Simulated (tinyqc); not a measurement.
Born-Oppenheimer dynamics on the unrestricted B3LYP (VWN-RPA form)/3-21g surface (energies and gradients from PySCF), for H3, spin multiplicity 2, step by step. Computed by tinyqc, a small Python program that keeps every step (integrals from PySCF). Settings: charge = 0, multiplicity = 2, basis = 3-21g, functional = b3lyp, time step (fs) = 0.2, steps = 24. Command: `OMP_NUM_THREADS=1 python tinyqc.py 30081 30082 out.jsonl` (the two numbers bound the seeds that draw the settings). One thread of a shared host (Intel(R) Xeon(R) Processor @ 2.60GHz), about 10 s of CPU time with the checks.

positions (bohr):
```
            x          y          z
1H   0.017008   0.069920  -0.066140
2H  -0.013228  -0.001890   1.698864
3H  -0.047243   1.445640   0.869274
```

The total energy should stay constant up to terms of order dt^2; the step counts as short enough if it moves by less than 2 % of the largest kinetic energy.

Trajectory:
```
time (fs)  1H-2H (angstrom)  potential (hartree)  kinetic (hartree)  total (hartree)
0.000000           0.934910          -1.54950506         0.00136221      -1.54814285
0.200000           0.938485          -1.55070328         0.00255763      -1.54814565
0.400000           0.947103          -1.55314112         0.00498928      -1.54815184
0.600000           0.960670          -1.55671951         0.00855889      -1.54816062
0.800000           0.979043          -1.56129665         0.01312566      -1.54817099
1.000000           1.002030          -1.56670310         0.01852115      -1.54818195
1.200000           1.029405          -1.57275683         0.02456410      -1.54819273
1.400000           1.060914          -1.57927560         0.03107277      -1.54820282
1.600000           1.096286          -1.58608540         0.03787341      -1.54821199
1.800000           1.135235          -1.59302511         0.04480491      -1.54822020
2.000000           1.177470          -1.59994823         0.05172075      -1.54822748
2.200000           1.222693          -1.60672330         0.05848942      -1.54823388
2.400000           1.270603          -1.61323381         0.06499442      -1.54823939
2.600000           1.320895          -1.61937850         0.07113451      -1.54824399
2.800000           1.373268          -1.62507190         0.07682428      -1.54824761
3.000000           1.427418          -1.63024508         0.08199487      -1.54825021
3.200000           1.483047          -1.63484618         0.08659442      -1.54825175
3.400000           1.539863          -1.63884044         0.09058817      -1.54825227
3.600000           1.597581          -1.64220963         0.09395781      -1.54825182
3.800000           1.655927          -1.64495078         0.09670027      -1.54825051
4.000000           1.714639          -1.64707433         0.09882585      -1.54824849
4.200000           1.773471          -1.64860197         0.10035607      -1.54824590
4.400000           1.832192          -1.64956423         0.10132132      -1.54824291
4.600000           1.890588          -1.64999827         0.10175863      -1.54823964
4.800000           1.948461          -1.64994583         0.10170962      -1.54823621
```

Is the time step short enough?

Yes. The total energy moves within 1.1e-04 hartree, under 2 % of the largest kinetic energy.
